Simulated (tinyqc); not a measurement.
# Site energy and hopping from one surface Green function

Inverse problem. A semi-infinite chain with site energy e0 and hopping -t has g_s = 1/(E - e0 - t^2 g_s). Inside the band |g_s| = 1/t and Re g_s = (E - e0)/(2 t^2). Find t and e0.

g_s at E = 0.8 eV = 0.22831633-0.27463189i 1/eV

Answer. t = 1/|g_s|, and e0 = E - 2 t^2 Re g_s.

t = 2.800 eV
e0 = -2.780 eV

tinyqc, about 0.02 s, one thread, Intel Xeon 2.30GHz (shared host): `OMP_NUM_THREADS=1 python tinyqc.py 2680105 2680106 out.jsonl`
